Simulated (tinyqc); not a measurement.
## Sharing a fixed EOT between the layers

Without charge in the stack, a voltage of 0.8 V over an EOT of 2.2 nm gives F1 = (V/EOT)(3.9/e1) and F2 = F1 e1/e2; t2 = e2 (EOT/3.9 - t1/e1).

Values chosen for this exercise:
- e1 = 3.83 (relative permittivity of layer 1)
- e2 = 21.5 (relative permittivity of layer 2)

Sharing a fixed EOT between the layers:
```
t1 (nm),t2 (nm),physical thickness (nm),drop over layer 1 (V),drop over layer 2 (V)
0,12.13,12.13,0,0.8000
0.26,10.67,10.93,0.09627,0.7037
0.52,9.209,9.729,0.1925,0.6075
0.79,7.693,8.483,0.2925,0.5075
1.05,6.234,7.284,0.3888,0.4112
1.31,4.774,6.084,0.4851,0.3149
1.57,3.315,4.885,0.5813,0.2187
1.84,1.799,3.639,0.6813,0.1187
```

Each 0.1 nm of layer 1 costs 0.561 nm of layer 2, so the physical thickness falls from 12.1 to 3.64 nm. The fields do not change, 3.70 MV/cm in layer 1 and 0.660 MV/cm in layer 2, and layer 1 takes half of the voltage at t1 = 1.08 nm.

Program tinyqc, `OMP_NUM_THREADS=1 python tinyqc.py 2010083 2010084 out.jsonl`; Intel Xeon 2.30GHz, shared host, one thread, about 0.01 s.
